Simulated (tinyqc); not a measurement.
Thin-film transistor with exponential tail and deep states, accumulation layer: one step of the calculation.

An undoped film in accumulation, thicker than the space-charge layer. With band bending psi the Fermi level lies E0 - psi below the band edge. Free electrons n = n0 exp(psi/Vt) carry the current; electrons in two exponential distributions of traps, a = a0 exp(psi/Va) and d = d0 exp(psi/Vp), do not. Linear regime, ohmic contacts, traps in equilibrium.

Question. Free and total charge, current. Va = kB Tt/q, Vp = kB Td/q. G(psi) = sum over the three kinds of c0 [V (exp(psi/V) - 1) - psi], field F = sqrt(2 q G/(eps0 eps_r)); Vg = psi + eps0 eps_r F/Ci at the surface. Total charge Q = Ci (Vg - psi_s); free charge Qf = q times the integral of n0 (exp(psi/Vt) - 1)/F over psi from 0 to psi_s; I = (W/L) mb Qf Vd; effective mobility mb Qf/Q.

Parameters, values chosen for the exercise; values close to those of amorphous indium gallium zinc oxide:
- T = 300 K (temperature)
- eps_r = 10 (relative permittivity of the semiconductor)
- mb = 13 cm^2/(V s) (band mobility)
- Tt = 410 K (characteristic temperature of the tail)
- Td = 2070 K (characteristic temperature of the deep states)
- Ci = 100 nF/cm^2 (gate capacitance)
- WL = 2 (ratio W/L)
- Vd = 0.05 V (drain voltage)
- Vg = 3.4 V (gate voltage above flat band)

Constants: q = 1.602176634e-19 C, kB = 1.380649e-23 J/K, Vt = kB T/q, eps0 = 8.8541878128e-14 F/cm where lengths are in cm. Results are converted to the units shown.

psi_s = 0.656413868 V
n0 = 1.35764443e7 cm^-3
a0 = 5.18106154e10 cm^-3
d0 = 2.16363482e15 cm^-3

Wanted: surface densities; Q; Qf; effective mobility; I.

Answer.

surface densities (cm^-3): free 1.446e18, tail 6.069e18, deep 8.577e16
Q = 274.4 nC/cm^2
Qf = 29.30 nC/cm^2
effective mobility = 1.388 cm^2/(V s)
I = 38.09 nA

Program tinyqc, `OMP_NUM_THREADS=1 python tinyqc.py 2610060 2610061 out.jsonl`; Intel Xeon 2.30GHz, shared host, one thread, about 0.02 s.
